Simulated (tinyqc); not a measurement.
From results to parameters: diatomic chain. Computed by the program tinyqc.

Problem. A chain of two alternating masses has one spring constant k; at the zone edge omega^2 = 2k/M and 2k/m, and wavenumber = 521.4708 sqrt(omega^2) with omega^2 in eV/(angstrom^2 u). Find k, the heavier mass and the optical wavenumber at q = 0.

wavenumbers at the zone edge (cm^-1): 175.655550  846.474275
lighter mass = 6.300000 u

Solution. The upper value gives k = m omega^2/2, the ratio of the squares gives M/m, and at q = 0 omega^2 = 2k (1/m + 1/M), the sum of the two.

k = 8.300 eV/angstrom^2
heavier mass = 146.3000 u
optical wavenumber at q = 0 = 864.508 cm^-1
